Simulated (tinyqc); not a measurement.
Resistance of a tapered via with liner, size effect and interface: one step of the calculation.

A round via whose diameter grows from db at the bottom as D(z) = db + 2 z/tan(ang). The fill, of diameter D - 2 tl, starts above the bottom liner (thickness fb tl) and has rho = rho0 (1 + ks lam/(D - 2 tl)); the sidewall liner conducts in parallel with it. The bottom liner and the interface are crossed over the full area pi db^2/4. Spreading in the lines above and below is left out.

Problem. Total resistance. R_fill = sum of the slices; R_bottom = rl fb tl/(pi db^2/4); R_interface = ri/(pi db^2/4); ballistic (Sharvin) limit 1/(Sb pi (db - 2 tl)^2/4); ideal cylinder rho0 hv/(pi db^2/4).

Parameters, values chosen for the exercise; fill metal close to cobalt:
- db = 43 nm (diameter at the bottom)
- hv = 80 nm (height)
- rho0 = 6.18 uohm cm (bulk resistivity of the fill)
- tl = 1.9 nm (liner on the sidewall)
- fb = 1 (liner at the bottom over that on the sidewall)
- rl = 440 uohm cm (resistivity of the liner)
- ri = 2.2e-12 ohm cm^2 (interface resistivity at the bottom)
- Sb = 1e15 S/m^2 (ballistic conductance per area, about 3/(4 rho0 lam))

| slice | slice resistance (ohm) |
|---|---|
| 0 | 0.49974515 |
| 1 | 0.46378424 |
| 2 | 0.43153156 |
| 3 | 0.40249815 |
| 4 | 0.37627259 |
| 5 | 0.35250673 |
| 6 | 0.33090446 |
| 7 | 0.31121266 |
| 8 | 0.29321398 |
| 9 | 0.27672097 |

Give: parts; R; shares; ballistic limit; ideal cylinder.

Solution.

parts (ohm): fill 3.738, bottom liner 5.757, interface 0.1515
R = 9.647 ohm
shares (%): fill 38.75, bottom liner 59.68, interface 1.57
ballistic limit = 0.8286 ohm
ideal cylinder = 3.404 ohm

The bottom liner is the largest part, and R is 2.83 times the ideal cylinder. With 2000 slices R = 9.6477 ohm.

Program tinyqc, `OMP_NUM_THREADS=1 python tinyqc.py 2750144 2750145 out.jsonl`; Intel Xeon 2.30GHz, shared host, one thread, about 0.01 s.
